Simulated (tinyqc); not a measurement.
Substrate current against gate voltage: lateral field, substrate current, probability of reaching the oxide barrier and hot-carrier lifetime of a silicon transistor (pseudo-two-dimensional and lucky-electron models). Computed by tinyqc, a small Python program. Command: `OMP_NUM_THREADS=1 python tinyqc.py 3026391 3026392 out.jsonl hotcar walk`. One thread of a shared host (Intel(R) Xeon(R) Processor @ 2.30GHz), about 0.01 s of CPU time with the checks.

Local-field models: a lucky carrier gains its energy at the peak field over a path free of collisions. Voltages are magnitudes.

Inputs (values chosen for the exercise, modelled on a silicon n-channel):

| quantity | value | unit |
|---|---|---|
| channel length L | 1400 | nm |
| oxide thickness t | 40 | nm |
| junction depth x_j | 220 | nm |
| mobility mu | 290 | cm^2/(V s) |
| saturation velocity v_s | 0.82 | 1e7 cm/s |
| threshold voltage V_T | 0.67 | V |
| drain voltage V_D | 6 | V |
| ionisation prefactor A_i | 2.3e+06 | 1/cm |
| ionisation field B_i | 1.73 | MV/cm |
| hot-carrier mean free path lambda | 7 | nm |
| oxide barrier phi_b | 3.1 | eV |
| interface-trap threshold phi_it | 3.8 | eV |
| lifetime constant H | 400 | s microampere/micrometre |

Drain: abrupt.

Constants: eps_0 = 8.8541878128e-12 F/m.

Method:
- C_ox = 3.9 eps_0/t; F_sat = 2 v_s/mu; V_Dsat = V_ov F_sat L/(V_ov + F_sat L), V_ov = V_G - V_T; I_D/W = C_ox v_s (V_ov - V_Dsat).
- Scale length l = 0.22 t^(1/3) x_j^(1/2) (all in cm); F_m = sqrt(((V_D - V_Dsat)/l_e)^2 + F_sat^2), with l_e = l; length of the velocity-saturated region l_e ln((V_D - V_Dsat)/(l_e F_sat) + F_m/F_sat).
- Substrate current I_sub/I_D = (A_i/B_i)(V_D - V_Dsat) exp(-B_i/F_m); probability of reaching the oxide barrier exp(-phi_b/(e lambda F_m)); lifetime tau = (H/(I_D/W)) exp(phi_it/(e lambda F_m)).

At the given drain voltage:

| V_G (V) | V_Dsat (V) | I_D/W (microampere/micrometre) | F_m (kV/cm) | I_sub/W (microampere/micrometre) | tau (s) |
|---|---|---|---|---|---|
| 0.97 | 0.2890 | 0.78 | 353.21 | 0.04392 | 2.4403e+09 |
| 1.30 | 0.5836 | 3.29 | 335.47 | 0.13633 | 1.2972e+09 |
| 1.70 | 0.9114 | 8.39 | 315.76 | 0.23702 | 1.3950e+09 |
| 2.30 | 1.3517 | 19.70 | 289.35 | 0.30822 | 2.8536e+09 |
| 3.00 | 1.8002 | 37.50 | 262.56 | 0.28800 | 1.0172e+10 |
| 3.90 | 2.2941 | 66.25 | 233.20 | 0.19589 | 7.7708e+10 |
| 4.80 | 2.7142 | 100.23 | 208.42 | 0.10873 | 8.1856e+11 |
| 5.70 | 3.0758 | 138.33 | 187.26 | 0.05229 | 1.1248e+13 |
| 6.60 | 3.3905 | 179.77 | 169.05 | 0.02241 | 1.9669e+14 |

What does the comparison show, and why?

I_sub peaks at V_G = 2.3 V, 0.38 V_D: a higher gate voltage brings more carriers but raises V_Dsat and so lowers F_m. The shortest lifetime among the rows lies at V_G = 1.3 V, below that of the largest I_sub, since tau depends more steeply on the field.

Extremes, crossings and ranges named in words are read from the listed rows.
